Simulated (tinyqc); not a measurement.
Worked calculation: RKS/LDA (VWN5) in the sto-3g basis, for BeH2, spin multiplicity 1. One step of it, computed by the program tinyqc.

Task: Iteration 2: diagonalisation and new density. Diagonalise F' = X^T F X, C = X C', fill 3 alpha and 3 beta electrons from the bottom; D = 2 C_occ C_occ^T. Each column has its largest component positive (the first on a tie).

extrapolated F (hartree), lower triangle:
```
            1Be 1s     1Be 2s    1Be 2px    1Be 2py    1Be 2pz      2H 1s      3H 1s
1Be 1s   -6.520463
1Be 2s   -1.579715  -0.956545
1Be 2px   0.000000   0.000000  -0.488630
1Be 2py   0.000058   0.001403   0.000000  -0.499262
1Be 2pz  -0.009454  -0.033544   0.000000   0.000129  -0.479896
2H 1s    -0.308902  -0.303357   0.000000  -0.213895  -0.032799  -0.016194
3H 1s    -0.319282  -0.311750   0.000000   0.219608  -0.033572  -0.035209  -0.030843
```

X:
```
                 1          2          3         4          5          6          7
1Be 1s    0.011980  -0.369676   0.846396  0.000000  -0.402530   0.168665   0.195863
1Be 2s   -0.050361   1.134270  -0.113567  0.000000  -0.075555   0.343403   0.400440
1Be 2px   0.000000   0.000000   0.000000  1.000000   0.000000   0.000000   0.000000
1Be 2py   1.255567   0.043212   0.001170  0.000000  -0.000651   0.419707  -0.358105
1Be 2pz  -0.006055   0.137451   0.451216  0.000000   0.885071   0.039300   0.045718
2H 1s    -0.868775  -0.752625  -0.264251  0.000000   0.128537   0.522526   0.018888
3H 1s     0.933960  -0.691395  -0.261436  0.000000   0.127268  -0.061568   0.518365
```

Give: F' = X^T F X; orbital energies; coefficients C; D after iteration 2.

Result:

F' = X^T F X (hartree), lower triangle:
```
        1       2       3       4       5       6       7
1   0.213
2   0.012  -0.191
3  -0.027   0.992  -4.231
4   0.000   0.000   0.000  -0.489
5   0.014  -0.523   1.927   0.000  -1.463
6  -0.264   0.056  -1.359   0.000   0.689  -0.823
7   0.225   0.088  -1.581   0.000   0.802  -0.576  -1.009
```

orbital energies (hartree): MO1 -6.523, MO2 -0.623, MO3 -0.501, MO4 -0.489, MO5 -0.473, MO6 0.234, MO7 0.383

coefficients C:
```
            MO1     MO2     MO3    MO4     MO5     MO6     MO7
1Be 1s    1.006  -0.245  -0.002  0.000   0.053   0.086   0.000
1Be 2s   -0.026   1.026   0.011  0.000  -0.222  -0.694   0.002
1Be 2px   0.000   0.000   0.000  1.000   0.000   0.000   0.000
1Be 2py   0.000  -0.011   1.046  0.000  -0.008   0.020  -0.888
1Be 2pz   0.001   0.225   0.010  0.000   0.976  -0.080   0.000
2H 1s     0.006  -0.021  -0.051  0.000  -0.010   0.841   0.985
3H 1s     0.007  -0.020   0.047  0.000  -0.011   0.870  -0.973
```

D after iteration 2, lower triangle:
```
         1Be 1s  1Be 2s  1Be 2px  1Be 2py  1Be 2pz   2H 1s  3H 1s
1Be 1s    2.144
1Be 2s   -0.555   2.109
1Be 2px   0.000   0.000    0.000
1Be 2py   0.000   0.001    0.000    2.187
1Be 2pz  -0.109   0.462    0.000    0.015    0.102
2H 1s     0.024  -0.046    0.000   -0.106   -0.011   0.006
3H 1s     0.023  -0.041    0.000    0.099   -0.008  -0.004  0.005
```
